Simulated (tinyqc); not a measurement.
# Slope factor and drain-induced lowering from three currents

Question. With source and body at 0 V, I = A exp((Vg + dd Vd)/(nf Vt)) (1 - exp(-Vd/Vt)). Find nf, the swing nf Vt ln 10 and dd.

Parameters, values chosen for the exercise: temperature T = 398 K.

Constants: q = 1.602176634e-19 C, kB = 1.380649e-23 J/K, Vt = kB T/q. Results are converted to the units shown.

currents at (Vg, Vd) = (0, 0.05), (0, 1.2) and (0.1, 1.2) V (nA/um): [0.041214915, 0.22240798, 2.6318768]

Answer. The pair at equal Vd gives nf; the pair at equal Vg, after dividing out the factors 1 - exp(-Vd/Vt), gives dd.

nf = 1.180
swing = 93.19 mV/decade
dd = 0.05000

tinyqc, about 0.04 s, one thread, Intel Xeon 2.30GHz (shared host): `OMP_NUM_THREADS=1 python tinyqc.py 2242091 2242092 out.jsonl`
